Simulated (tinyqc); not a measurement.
Current of a Schottky diode by thermionic-emission-diffusion theory, and its read-back from I-V-T and C-V data: one step, computed by the program tinyqc.

Full ionisation, no tunnelling, no recombination current. V is the voltage across the junction itself, forward positive.

Task: Current. N_c(T) = N_c (T/300 K)^(3/2); V_bi = phi_0 - (k_B T/e) ln(N_c(T)/N); surface field F = sqrt(2 e N (V_bi - V - k_B T/e)/(eps eps_0)); image lowering d_phi = sqrt(e F/(4 pi eps eps_0)); effective barrier phi = phi_0 - d_phi - sigma^2 (1 - rho V)/(2 k_B T). Collection velocity v_R = A* T^2/(e N_c(T)); diffusion velocity v_D = mu F; J = e N_c(T) v_R/(1 + v_R/v_D) exp(-phi/k_B T) [exp(e V/k_B T) - 1]. Terminal voltage V + J R_s.

Inputs (values chosen for the exercise, modelled on n-type GaN):
```
quantity                                     value           unit
Richardson constant A*                        25.9   A/(cm^2 K^2)
effective density of states at 300 K, N_c  2.3e+18         1/cm^3
permittivity eps                               9.7              -
mobility mu                                    990     cm^2/(V s)
barrier without image force phi_0 (mean)      1.02             eV
doping N                                   8.4e+15         1/cm^3
series resistance R_s                          3.1  milliohm cm^2
junction voltage V                            0.29              V
temperature T                                  300              K
standard deviation sigma                        65            meV
relative change of sigma^2 with bias, rho     0.32            1/V
```

Barrier: Gaussian spread of heights.

Constants: k_B = 8.617333262e-05 eV/K; e = 1.602176634e-19 C; eps_0 = 8.8541878128e-12 F/m.

Give: v_R; v_D; current density J; terminal voltage.

Result:

v_R = 6.326e+06 cm/s

v_D = 4.144e+07 cm/s

current density J = 5.088e-05 A/cm^2

terminal voltage = 0.2900 V

v_D/v_R = 6.55: emission over the barrier limits the current.
